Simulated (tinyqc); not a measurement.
# Equation-of-state fits to an energy-volume table made by a known binding curve, step by step

A worked calculation. Computed by tinyqc, a small Python program that keeps every step. Command: `OMP_NUM_THREADS=1 python tinyqc.py 3022803 3022804 out.jsonl eosfit walk`. One thread of a shared host (Intel(R) Xeon(R) Processor @ 2.30GHz), about 0.03 s of CPU time with the checks. Intermediate numbers are printed to about 7 digits and carried at full precision; extremes and crossings named in words are read from the listed rows.

With x = (V/V_0)^(1/3), the energy per atom is E = D [m x^-n - n x^-m]/(n - m), so that B0 = D n m/(9 V_0) and B' = (n + m + 6)/3. B' = dB/dP at P = 0.

Inputs (values chosen for the exercise, for a model crystal):
```
quantity,value,unit
cohesive energy D,2.33,eV/atom
true volume V_0,13.6,angstrom^3/atom
repulsive exponent n,8,-
attractive exponent m,1,-
half-width of the volume window w,0.16,-
shift of the window centre s,-0.0099,-
points N,7,-
compression V/V_0 for the pressure test,0.85,-
```

Binding curve: Mie. Noise: none.

Constants: 1 eV/angstrom^3 = 160.2176634 GPa.

## Exact values of the curve

B0 and B' from the formulas above; P = -dE/dV at V = c V_0 (c the compression chosen), from the curve itself.

exact B0 = 24.39916 GPa

exact B' = 5

exact pressure at c V_0 = 5.988673 GPa

## Energy-volume table

Table: V_j = V_0 [1 + s + w (2 j/(N - 1) - 1)], j = 0..N-1, rounded to 0.001; E_j from the curve, rounded to 1e-7 eV.

Table:
```
V (angstrom^3),E (eV)
11.289,-2.2864581
12.015,-2.3119525
12.740,-2.3252793
13.465,-2.3298959
14.191,-2.3282036
14.916,-2.3219329
15.641,-2.3123358
```

## Birch-Murnaghan fit

Third-order Birch-Murnaghan is a cubic in u = V^(-2/3): fit it by linear least squares, find the minimum, and take B0 = V E''(V), B' = -1 - V E'''/E'' there.

fitted E0 = -2.330006 eV

fitted V0 = 13.59914 angstrom^3

fitted B0 = 24.45213 GPa

fitted B' = 5.027697

root-mean-square residual = 0.006227200 meV

Against the exact curve V0 is off by -0.006 %, B0 by +0.22 % and B' by +0.6 %.

## Errors of the Birch-Murnaghan fit

Errors are fitted minus exact, relative; the pressure at c V_0 uses P = (3 B0/2) (x^7 - x^5) [1 + (3/4)(B' - 4)(x^2 - 1)], x = (V0/V)^(1/3) with the fitted values.

error of B0 = 0.2170946 %

error of B' = 0.5539379 %

fitted pressure at c V_0 = 5.985043 GPa

error of that pressure = -0.06060587 %

## Vinet fit by Gauss-Newton steps

Vinet: E = E0 + (9 B0 V0/h^2) {1 + [h (1 - x) - 1] exp(h (1 - x))}, P = 3 B0 (1 - x) x^-2 exp(h (1 - x)), x = (V/V0)^(1/3), h = (3/2)(B' - 1). Gauss-Newton steps on (E0, V0, B0, B'): solve J d = r by least squares, r the residuals and J their derivatives (central differences, relative step 1e-5); start from the parabola fit in V with B' = 4; stop when all relative changes are below 1e-7.

Iterations:
```
step,E0 (eV),V0 (angstrom^3),B0 (GPa),B',rms residual (meV)
0,-2.331147,13.84748,28.72353,4.000000,6.571001e+00
1,-2.329684,13.64034,24.11308,4.924093,6.001492e-01
2,-2.330010,13.59665,24.56309,5.091835,2.485414e-02
3,-2.330021,13.59720,24.57561,5.089495,2.059938e-02
4,-2.330021,13.59720,24.57561,5.089491,2.059938e-02
5,-2.330021,13.59720,24.57561,5.089491,2.059938e-02
```

B0, Vinet = 24.57561 GPa

B', Vinet = 5.089491

## Five forms on the same table

Murnaghan: E = E0 + (B0 V/B') [(V0/V)^B'/(B' - 1) + 1] - B0 V0/(B' - 1), P = (B0/B') [(V0/V)^B' - 1]. Birch-Murnaghan: E = E0 + (9 V0 B0/16) [y^3 B' + y^2 (2 - 4 y)], y = (V0/V)^(2/3) - 1; P = (3 B0/2) (x^7 - x^5) [1 + (3/4)(B' - 4)(x^2 - 1)], x = (V0/V)^(1/3). All are least-squares fits to the energies; for polynomials in V, B0 = V E'' and B' = -1 - V E'''/E'' at the minimum.

Fitted values:
```
form,V0 (angstrom^3),B0 (GPa),B',P at c V_0 (GPa)
exact,13.60000,24.39916,5.000000,5.988673
parabola in V,13.84748,28.72353,-1.000000,-
cubic in V,13.58249,26.72735,5.251884,-
Murnaghan,13.60402,24.16517,4.871345,6.003895
Birch-Murnaghan,13.59914,24.45213,5.027697,5.985043
Vinet,13.59720,24.57561,5.089491,5.976725
```

In B0 the Birch-Murnaghan form comes closest (+0.22 %) and the parabola in V form misses most (+17.72 %). A parabola in V has no third derivative, so its B' is -1 by construction. At c V_0, inside the window, the pressure errors are Murnaghan +0.3 %, Birch-Murnaghan -0.1 %, Vinet -0.2 %.

## The width of the window

The table is made anew for each w.

Errors (%):
```
w,"B0, parabola","B0, cubic","B0, Murnaghan","B0, Birch-Murnaghan","B0, Vinet","B', Birch-Murnaghan"
0.03,6.497,0.119,-0.017,-0.001,0.005,0.215
0.05,7.200,0.690,-0.082,0.012,0.051,0.293
0.08,8.913,2.106,-0.233,0.051,0.168,0.281
0.12,12.501,5.105,-0.544,0.119,0.398,0.400
0.16,17.723,9.542,-0.959,0.217,0.723,0.554
0.22,29.070,19.486,-1.735,0.417,1.387,0.879
```

The Birch-Murnaghan error of B0 is smallest among these at w = 0.03 (0.001 % in size); it is 0.001 % at the narrowest and 0.417 % at the widest. This error comes from the form and grows with w. At the widest window the errors of B0 are +29.1 % for the parabola and +19.5 % for the cubic in V.

Checks made by the program: nonlinear Birch-Murnaghan fit against the linear one (relative difference below 1e-10).
